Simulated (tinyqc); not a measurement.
Undoped symmetric double-gate MOSFET, analytic potential model: one step of the calculation.

An undoped body of thickness ts between two equal insulators and tied gates; long channel, electrons only, n = ni exp((psi - V)/Vt) with V the quasi-Fermi potential (0 at the source, Vd at the drain), constant mobility, no quantisation. Across the body psi(x) = V - 2 Vt ln[(ts/(2 beta)) sqrt(q ni/(2 eps0 eps_r Vt)) cos(2 beta x/ts)], x from the centre. Q is the electron charge per area of the whole body.

Task. beta at the source by Newton steps. With V = 0: f = ln(beta) - ln(cos beta) + 2 r beta tan(beta) - (Vg - V0)/(2 Vt); f' = 1/beta + tan(beta) + 2 r [tan(beta) + beta/cos^2(beta)]; beta(new) = beta - f/f'.

Values chosen for this exercise:
- T = 300 K (temperature)
- Vg = 0.76 V (gate voltage)

Constants: q = 1.602176634e-19 C, kB = 1.380649e-23 J/K, Vt = kB T/q. Results are converted to the units shown.

beta at the start = 1.5
r = 0.37620523
V0 = 0.47797831 V

Find: f; f'; beta after iteration 1.

Result.

f = 13.515
f' = 250.93
beta after iteration 1 = 1.4461

tinyqc, about 0.01 s, one thread, Intel Xeon 2.30GHz (shared host): `OMP_NUM_THREADS=1 python tinyqc.py 2440028 2440029 out.jsonl`
